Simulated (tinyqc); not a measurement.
Pinning factor and decay constant from two barriers.

Problem. phiB = S (phiM - chi) + (1 - S)(Eg - E0) with S = 1/(1 + (1/S0 - 1) exp(-be ti)). Find S0, S at the given thickness and be.

Inputs (values chosen for the exercise); semiconductor values close to those of silicon; interlayer mass of the order of that in hafnium oxide, offset chosen freely: band gap Eg = 1.1 eV; electron affinity chi = 4.12 eV; charge-neutrality level above the valence band E0 = 0.36 eV; metal work function phiM = 4.33 eV.

phiB at ti = 0, 0.3 nm (eV): 0.5969  0.48355951

Answer. Each barrier gives its S by linear interpolation between the pinned and the unpinned value; the ratio of the two values of 1/S - 1 is exp(be ti).

S0 = 0.2700
S = 0.4838
be = 3.100 1/nm

Computed by the program tinyqc: `OMP_NUM_THREADS=1 python tinyqc.py 2270161 2270162 out.jsonl`, one thread of a shared Intel Xeon 2.30GHz, about 0.04 s for the whole run.
